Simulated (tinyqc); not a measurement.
Inputs raised by 10 %, one at a time: longitudinal sound in a periodic multilayer: transfer matrices, stop bands and folded phonons. Computed by tinyqc, a small Python program. Command: `OMP_NUM_THREADS=1 python tinyqc.py 3003054 3003055 out.jsonl multilayer sens`. One thread of a shared host (Intel(R) Xeon(R) Processor @ 2.30GHz), about 0.02 s of CPU time with the checks.

Layers 1 and 2 repeat with period d = d_1 + d_2; waves travel normal to the layers, without loss. State vector (u, s): displacement u and stress divided by omega. Impedances Z = rho v are in 1e6 kg/(m^2 s).

Inputs (values chosen for the exercise, modelled on silicon (layer 1), germanium (layer 2) and silica (substrate)):

| quantity | value | unit |
|---|---|---|
| density rho_1 | 2.32 | g/cm^3 |
| velocity v_1 | 8450 | m/s |
| thickness d_1 | 7.27 | nm |
| density rho_2 | 5.35 | g/cm^3 |
| velocity v_2 | 4870 | m/s |
| thickness d_2 | 4.23 | nm |
| substrate density | 2.22 | g/cm^3 |
| substrate velocity | 5960 | m/s |
| periods N | 2 | - |
| optical wave vector q d/pi | 0.17 | - |

Method:
- Z = rho v; interface reflection r = (Z_2 - Z_1)/(Z_2 + Z_1) (stress amplitude, from 1 into 2); Bragg frequency f_B = 1/[2 (d_1/v_1 + d_2/v_2)]; long-wave velocity v_eff = d/sqrt[(d_1/v_1)^2 + (d_2/v_2)^2 + (Z_1/Z_2 + Z_2/Z_1)(d_1/v_1)(d_2/v_2)].
- A layer maps (u, s) by [[cos p, sin p/Z], [-Z sin p, cos p]], p = 2 pi f d_i/v_i; one period is M = M_2 M_1, and cos(q d) = trace(M)/2.
- For N periods A = M^N. A wave comes from a thick layer of material 1 and leaves into the substrate (Z_s): transmitted power T = 4 Z_1 Z_s/|Z_1 A_22 + Z_s A_11 - i (Z_1 Z_s A_12 - A_21)|^2, reflected power R = 1 - T.
- Gap m contains m f_B; its edges, where trace(M)/2 = (-1)^m, are found by root search. Weak-contrast estimate of the width: (4 f_B/pi) |r sin(m pi a)|, a = (d_1/v_1)/(d_1/v_1 + d_2/v_2).
- Light transfers the wave vector q. Solve trace(M)/2 = cos(q d) on the first branch (Brillouin line) and on the two branches around 2 f_B (first folded doublet); 1/cm = 29.9792458 GHz.

Runs:

| input moved | from | to | Bragg frequency f_B (GHz) | long-wave velocity v_eff (m/s) | centre of the doublet (1/cm) | lower edge (GHz) |
|---|---|---|---|---|---|---|
| base run | - | - | 289.19 | 6584.8 | 19.293 | 263.10 |
| density rho_1 (g/cm^3) | 2.32 | 2.552 | 289.19 | 6621.8 | 19.293 | 271.81 |
| velocity v_1 (m/s) | 8450 | 9295 | 302.90 | 6935.7 | 20.208 | 284.74 |
| thickness d_1 (nm) | 7.27 | 7.997 | 275.49 | 6669.3 | 18.379 | 250.67 |
| density rho_2 (g/cm^3) | 5.35 | 5.885 | 289.19 | 6533.3 | 19.293 | 254.44 |
| velocity v_2 (m/s) | 4870 | 5357 | 303.03 | 6846.2 | 20.218 | 266.69 |
| thickness d_2 (nm) | 4.23 | 4.653 | 275.36 | 6500.6 | 18.371 | 250.58 |
| substrate density (g/cm^3) | 2.22 | 2.442 | 289.19 | 6584.8 | 19.293 | 263.10 |

Exponents ln(y'/y) / ln(x'/x):

| input | Bragg frequency f_B | long-wave velocity v_eff | centre of the doublet | lower edge |
|---|---|---|---|---|
| density rho_1 | 0.000 | 0.059 | 0.000 | 0.342 |
| velocity v_1 | 0.486 | 0.545 | 0.486 | 0.829 |
| thickness d_1 | -0.510 | 0.134 | -0.509 | -0.508 |
| density rho_2 | 0.000 | -0.082 | 0.000 | -0.351 |
| velocity v_2 | 0.490 | 0.409 | 0.491 | 0.142 |
| thickness d_2 | -0.514 | -0.135 | -0.514 | -0.511 |
| substrate density | 0.000 | 0.000 | 0.000 | 0.000 |

To which inputs is each result most sensitive?

Among the inputs moved here: Bragg frequency f_B answers most in size to thickness d_2 (exponent -0.514), and about equally to thickness d_1 (-0.510); its exponent is below 0.0005 for density rho_1, density rho_2, substrate density. Its exponent 0.000 in density rho_1: f_B depends on transit times alone. Its exponent 0.000 in density rho_2: f_B depends on transit times alone. Long-wave velocity v_eff answers most in size to velocity v_1 (exponent +0.545), next to velocity v_2 (+0.409); its exponent is below 0.0005 for substrate density. Centre of the doublet answers most in size to thickness d_2 (exponent -0.514), and about equally to thickness d_1 (-0.509); its exponent is below 0.0005 for density rho_1, density rho_2, substrate density. Lower edge answers most in size to velocity v_1 (exponent +0.829), next to thickness d_2 (-0.511); its exponent is below 0.0005 for substrate density.

Caution (rows velocity v_1, velocity v_2): at these frequencies damping, strong in glasses, and rough interfaces, both left out here, can weaken the stop bands; layers only a few atoms thick are also beyond continuum acoustics.
